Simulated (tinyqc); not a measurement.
Relaxation at fixed composition: composition and strain of an epitaxial Si(1-x)Ge(x) layer from Raman and X-ray peaks. Computed by tinyqc, a small Python program. Command: `OMP_NUM_THREADS=1 python tinyqc.py 3007307 3007308 out.jsonl epiraman walk`. One thread of a shared host (Intel(R) Xeon(R) Processor @ 2.30GHz), about 0.01 s of CPU time with the checks.

A (001) layer, biaxially strained in the plane. The Raman peaks follow empirical lines omega = w0 + c1 x + c3 x^3 + b eps (c3 for Si-Ge alone), with eps the in-plane strain.

Inputs (values chosen for the exercise, modelled on silicon-germanium):

| quantity | value | unit |
|---|---|---|
| Ge fraction x | 0.29 | - |
| Ge fraction y of the buffer | 0.05 | - |
| lattice constant of Si | 5.431 | angstrom |
| lattice constant of Ge | 5.658 | angstrom |
| bowing B | 0.026 | angstrom |
| 2 C12/C11 of Si | 0.778 | - |
| 2 C12/C11 of Ge | 0.754 | - |
| Si-Si: w0 | 521.2 | 1/cm |
| Si-Si: c1 | -68.9 | 1/cm |
| Si-Si: strain coefficient b | -746 | 1/cm |
| Ge-Ge: w0 | 280.4 | 1/cm |
| Ge-Ge: c1 | 19.4 | 1/cm |
| Ge-Ge: strain coefficient b | -458 | 1/cm |
| X-ray wavelength | 1.540598 | angstrom |

Substrate: relaxed alloy buffer.

Method:
- Relaxed lattice constant a(x) = a_Si + (a_Ge - a_Si) x - B x (1 - x).
- In-plane constant a_par = a_sub + R (a(x) - a_sub); eps = a_par/a(x) - 1; eps_perp = -(2 C12/C11) eps with 2 C12/C11 linear in x; a_perp = a(x) (1 + eps_perp). The buffer has a_sub = a(y).
- (004) Bragg angle theta = arcsin(2 lambda/a), with a = a_perp for the layer and a_sub for the substrate; separation = layer less substrate. The apparent x is the one that a fully strained layer (R = 0) would need to give the same a_perp.

Signatures:

| R | eps (per mille) | Si-Si (1/cm) | Ge-Ge (1/cm) | a_perp (angstrom) | (004) separation (arcsec) | apparent x if R = 0 is assumed |
|---|---|---|---|---|---|---|
| 0.00 | -9.1709 | 508.06 | 290.23 | 5.5303 | -2277.0 | 0.29000 |
| 0.15 | -7.7952 | 507.03 | 289.60 | 5.5245 | -2131.0 | 0.27471 |
| 0.30 | -6.4196 | 506.01 | 288.97 | 5.5187 | -1984.7 | 0.25936 |
| 0.50 | -4.5854 | 504.64 | 288.13 | 5.5109 | -1789.0 | 0.23882 |
| 0.70 | -2.7513 | 503.27 | 287.29 | 5.5031 | -1592.7 | 0.21819 |
| 0.85 | -1.3756 | 502.25 | 286.66 | 5.4973 | -1445.0 | 0.20266 |
| 1.00 | 0.0000 | 501.22 | 286.03 | 5.4915 | -1296.9 | 0.18707 |

Full relaxation moves the Si-Si peak by -6.84 per cm and shrinks the X-ray separation to 57 % of its strained value, about 1/(1 + 2 C12/C11). A symmetric reflection alone cannot part x from R: a relaxed layer read as strained gives x = 0.187 in place of 0.29. An asymmetric reflection or a second peak is needed.

Extremes, crossings and ranges named in words are read from the listed rows.
